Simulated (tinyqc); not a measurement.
## Via and link resistance from two via chains

Problem. A chain of 5000 vias joined by 5000 metal links has R = 5000 (Rv + Rlink), with Rlink proportional to the link length. Find Rv, Rlink for length L, and the value of Rv that the short chain would give if the links were ignored.

resistance of chains of 5000 links with link lengths L and 3 L (ohm): 38500  82500

Solution. R per link is a straight line in the link length; its intercept at zero length is Rv.

Rv = 3.300 ohm
Rlink = 4.400 ohm
Rv without correction = 7.700 ohm

Computed by the program tinyqc: `OMP_NUM_THREADS=1 python tinyqc.py 2750098 2750099 out.jsonl`, one thread of a shared Intel Xeon 2.30GHz, about 0.01 s for the whole run.
